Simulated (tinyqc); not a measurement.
Lattice vibrations of a chain, step by step. One step of it, computed by the program tinyqc.

Problem. Dynamical matrix at q = 0.13. q is in units of 2 pi/a. A spring k from atom i to atom j, n cells on, adds k to Phi_ii and Phi_jj, -k exp(2 pi i q n) to Phi_ij and the conjugate to Phi_ji (for one atom a cell: 2k (1 - cos 2 pi q n)); D_ij = Phi_ij / sqrt(m_i m_j).

A chain moving along its axis:
```
atom,mass (u),spring to the next atom (eV/angstrom^2)
1,104.500000,20.400000
2,14.100000,30.000000
```

Give: D(q).

Solution.

D(q) (eV/(angstrom^2 u)):
```
,1,2
1,0.482,-1.066+0.570i
2,-1.066-0.570i,3.574
```
